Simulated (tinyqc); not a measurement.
RKS/LDA (PW92) in the 6-31g basis, for H2, spin multiplicity 1, step by step. One step of it, computed by the program tinyqc.

Question. Iteration 2: diagonalisation and new density. Diagonalise F' = X^T F X, C = X C', fill 1 alpha and 1 beta electrons from the bottom; D = 2 C_occ C_occ^T. Each column has its largest component positive (the first on a tie).

extrapolated F (hartree), lower triangle:
```
           1H 1s      1H 2s      2H 1s      2H 2s
1H 1s   0.065321
1H 2s  -0.291061  -0.181032
2H 1s  -0.142242  -0.191925   0.065321
2H 2s  -0.191925  -0.181173  -0.291061  -0.181032
```

X, lower triangle:
```
           1H 1s      1H 2s      2H 1s     2H 2s
1H 1s   1.253616
1H 2s  -0.501044   1.508535
2H 1s   0.016212   0.023261   1.253616
2H 2s   0.023261  -0.491032  -0.501044  1.508535
```

Give: F' = X^T F X; orbital energies; coefficients C; D after iteration 2.

Answer.

F' = X^T F X (hartree), lower triangle:
```
        1       2       3      4
1   0.413
2  -0.459   0.171
3  -0.034  -0.052   0.413
4  -0.052  -0.094  -0.459  0.171
```

orbital energies (hartree): MO1 -0.305, MO2 -0.061, MO3 0.762, MO4 0.773

coefficients C:
```
         MO1     MO2     MO3     MO4
1H 1s  0.267   0.258   0.921  -0.914
1H 2s  0.374   0.871  -0.701   1.174
2H 1s  0.267  -0.258   0.921   0.914
2H 2s  0.374  -0.871  -0.701  -1.174
```

D after iteration 2, lower triangle:
```
       1H 1s  1H 2s  2H 1s  2H 2s
1H 1s  0.142
1H 2s  0.200  0.280
2H 1s  0.142  0.200  0.142
2H 2s  0.200  0.280  0.200  0.280
```
